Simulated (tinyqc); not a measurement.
Energies of the polytypes: polytypes and stacking faults of a tetrahedral semiconductor in an axial Ising model with couplings up to third neighbours. Computed by tinyqc, a small Python program. Command: `OMP_NUM_THREADS=1 python tinyqc.py 3018119 3018120 out.jsonl polytype walk`. One thread of a shared host (Intel(R) Xeon(R) Processor @ 2.30GHz), about 0.01 s of CPU time with the checks.

Each double layer has s = +1 or -1 for the sense of its stacking step; E per pair of atoms = E0 - sum_n J_n <s_i s_(i+n)>, n = 1, 2, 3. Hexagonality h = (1 - <s_i s_(i+1)>)/2.

Inputs (values chosen for the exercise, for a model crystal):
```
quantity     value      unit
J1            2.61  meV/pair
J2         -0.0553  meV/pair
J3            0.05  meV/pair
gap of 3C     3.72        eV
gap of 4H      3.8        eV
```

Method. E - E(3C) = sum_n J_n (1 - C_n), C_n = <s_i s_(i+n)>. The gap is taken linear in h between 3C (h = 0) and 4H (h = 1/2), a rough rule, with a dash beyond.

correlations of the repeat units 3C (+), 2H (+-), 4H (++--), 6H (+++---), 15R (+++--), 8H (++++----), 21R (++++---), 9R (++-):
```
        n = 1     n = 2     n = 3
3C    1.00000   1.00000   1.00000
2H   -1.00000   1.00000  -1.00000
4H    0.00000  -1.00000   0.00000
6H    0.33333  -0.33333  -1.00000
15R   0.20000  -0.60000  -0.60000
8H    0.50000   0.00000  -0.50000
21R   0.42857  -0.14286  -0.71429
9R   -0.33333  -0.33333   1.00000
```

Polytypes:
```
polytype       h  E - E(3C) (meV/pair)  gap by the linear rule (eV)
3C        0.0000                0.0000                       3.7200
2H        1.0000                5.3200                            -
4H        0.5000                2.5494                       3.8000
6H        0.3333                1.7663                       3.7733
15R       0.4000                2.0795                       3.7840
8H        0.2500                1.3247                       3.7600
21R       0.2857                1.5139                       3.7657
9R        0.6667                3.4063                            -
```

E(2H) - E(3C) = 5.32 meV/pair

E(4H) - E(3C) = 2.5494 meV/pair

E(6H) - E(3C) = 1.7663 meV/pair

What follows from these numbers?

The lowest is 3C, 1.325 meV/pair below 8H. J1/|J2| = 47.20: for J3 = 0 and J2 < 0 the ground state is 2H below -2, 4H between -2 and 2, and 3C above 2; at 2 itself all periods with bands of two or more layers are degenerate.

Extremes, crossings and ranges named in words are read from the listed rows.
